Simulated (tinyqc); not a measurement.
Nucleation and growth of vacancy voids in a cooling silicon-like crystal. From one set of inputs to another, one input at a time. Computed by tinyqc, a small Python program. Command: `OMP_NUM_THREADS=1 python tinyqc.py 3019505 3019506 out.jsonl voids ladder`. One thread of a shared host (Intel(R) Xeon(R) Processor @ 2.30GHz), about 0.2 s of CPU time with the checks.

Spherical voids; vacancies are lost only to voids.

The inputs printed are set A. Inputs not listed in the table keep their values of set A, so the rows need not describe a real material.

Inputs (values chosen for the exercise, close to those used for silicon): vacancy density at the melting point C_m = 8.1e+14 1/cm^3; formation energy E_f = 4.28 eV; melting point T_m = 1685 K; diffusion prefactor D0 = 0.0013 cm^2/s; migration energy E_m = 0.47 eV; site density rho = 5e+22 1/cm^3; void surface energy gamma = 0.877 J/m^2; cooling rate q = 1.5 K/min; vacancy excess C0 = 9.7e+13 1/cm^3; temperature of the worked step T = 1350 K; temperature step = 0.25 K.

Vacancy supply: given.

Constants: k_B = 8.617333262e-05 eV/K; k_B = 1.380649e-23 J/K; e = 1.602176634e-19 C.

Method:
- C = C0 as given.
- C_e = C_m exp[-(E_f/k_B)(1/T - 1/T_m)]; D = D0 exp(-E_m/(k_B T)); f = k_B T ln(C/C_e); r* = 2 gamma/(rho f); W* = 16 pi gamma^3/(3 rho^2 f^2); Z = f/sqrt(12 pi W* k_B T); I = rho Z (4 pi r* D C) exp(-W*/(k_B T)).
- March down from 1500 K in steps dT, dt = dT/q, with values at the upper end of each step: a class of I dt voids is born with r*; then all classes grow by r^2 += 2 D (C - C_e) dt/rho; C falls by the vacancies added to voids. Stop at 1150 K. T_n is the T of the largest I, N the final count (classes under 1e-6 /cm^3 are dropped), and the mean radius the number average.

Each row keeps all changes above it:
```
input moved                                           from       to  void density N (1/cm^3)  mean radius (nm)  W*/(k_B T)
set A                                                    -        -               1.0197e+06            76.352      25.898
vacancy excess C0 (1/cm^3)                         9.7e+13    2e+13               3.2711e+06            30.534      53.479
diffusion prefactor D0 (cm^2/s)                     0.0013   0.0016               2.4073e+06            33.826      53.479
cooling rate q (K/min)                                 1.5       10               3.9552e+07            13.282      53.479
void surface energy gamma (J/m^2)                    0.877    0.874               3.9514e+07            13.288      52.932
vacancy density at the melting point C_m (1/cm^3)  8.1e+14  4.2e+14               3.3414e+07            14.059      37.901
formation energy E_f (eV)                             4.28     3.93               3.3835e+07            13.994      51.255
```

Which inputs carry the difference?

Void density N goes from 1.02e6 to 3.38e7, a factor 33.2 in all. The largest single move comes from cooling rate q (a factor 16.4), and diffusion prefactor D0 works against it (a factor 0.736). Mean radius goes from 76.4 to 14.0, a factor 0.183 in all. The largest single move comes from cooling rate q (a factor 0.393), and diffusion prefactor D0 works against it (a factor 1.11). W*/(k_B T) goes from 25.9 to 51.3, a factor 1.98 in all. The largest single move comes from vacancy excess C0 (a factor 2.06), and vacancy density at the melting point C_m works against it (a factor 0.716). The single moves hold for this order of the switches; the total does not depend on the order.

Extremes, crossings and ranges named in words are read from the listed rows.
